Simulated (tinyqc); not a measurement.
Lowest level against width: zigzag graphene nanoribbon in tight binding.

A zigzag ribbon of N chains, sites A1, B1, A2, ..., BN across it. For each k it is a chain with bonds -2t cos(k/2) (A_n to B_n) and -t (B_n to A_(n+1)), and +D, -D on A and B. A1 and BN are the edge sites; the Dirac points project to k = 2 pi/3.

Values chosen for the exercise (out of a larger set: near those used for graphene; not measured data): t = 2.58 eV (hopping); k = 2.31 (k times the period sqrt3 acc).

D = 0; lowest positive level at the given k, and the estimate t x^N (1 - x^2), x = 2 cos(k/2) (a dash if x >= 1).

Level (eV):

| N | matrix | estimate |
|---|---|---|
| 2 | 1.161 | 0.5849 |
| 3 | 0.7543 | 0.4725 |
| 4 | 0.5295 | 0.3817 |
| 5 | 0.3890 | 0.3084 |
| 6 | 0.2941 | 0.2491 |
| 8 | 0.1770 | 0.1626 |
| 10 | 0.1108 | 0.1061 |
| 14 | 0.04568 | 0.04518 |

With x = 0.8078 < 1 the level falls exponentially: from N = 10 to 14 by a factor 0.412, against x^4 = 0.426.

Computed by tinyqc, a small Python program: `OMP_NUM_THREADS=1 python tinyqc.py 1452166 1452167 out.jsonl` (the numbers bound the seed that draws the inputs); one thread of a shared host (Intel(R) Xeon(R) Processor @ 2.30GHz), about 0.01 s for the whole set of steps.
